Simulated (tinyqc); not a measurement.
## Doping and barrier from two capacitances

Question. A Schottky diode on a uniformly doped n-type layer obeys (A/C)^2 = 2 (Vbi - V - Vt)/(q eps0 eps_r Nd) in reverse bias, with phiB = Vbi + Vt ln(Nc/Nd) and image force ignored. Find Nd, Vbi and phiB.

Inputs (values chosen for the exercise); band and dielectric values close to those of 4H silicon carbide:
```
symbol    value   unit                                 meaning
T           250      K                             temperature
eps_r      9.65                          relative permittivity
Nc      1.32e19  cm^-3  conduction-band density of states at T
A        0.0038   cm^2                              diode area
```

Constants: q = 1.602176634e-19 C, kB = 1.380649e-23 J/K, Vt = kB T/q, eps0 = 8.8541878128e-14 F/cm where lengths are in cm. Results are converted to the units shown.

C at V = -0.5 and -3.7 V (pF): 684.05985  398.79474

Answer. The slope of (A/C)^2 against -V gives Nd, the intercept Vbi - Vt, and the Fermi-level depth Vt ln(Nc/Nd) is added for the barrier.

Nd = 7.80e17 cm^-3
Vbi = 1.17 V
phiB = 1.23 eV

Numbers from tinyqc (`OMP_NUM_THREADS=1 python tinyqc.py 2020127 2020128 out.jsonl`; about 0.07 s on one thread of a shared Intel Xeon 2.30GHz).
